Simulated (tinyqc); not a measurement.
# Thickness from two neighbouring fringes

Inverse problem. At normal incidence a transparent film with an index between those of air and substrate, taken as constant, has reflectance minima at 2 n1 d = (m + 1/2) lam (small phase shifts at the substrate neglected). Find d and the order m of the shorter wavelength.

Values chosen for this exercise:

| symbol | value | unit | meaning |
|---|---|---|---|
| n1 | 2.019 |  | index of the transparent film |

wavelengths of two neighbouring reflectance minima (nm): [485, 542.05882]

Answer. Neighbouring orders differ by one: 2 n1 d (1/lam1 - 1/lam2) = 1.

d = 1.14e3 nm
m = 9

Numbers from tinyqc (`OMP_NUM_THREADS=1 python tinyqc.py 2870181 2870182 out.jsonl`; about 0.7 s on one thread of a shared Intel Xeon 2.30GHz).
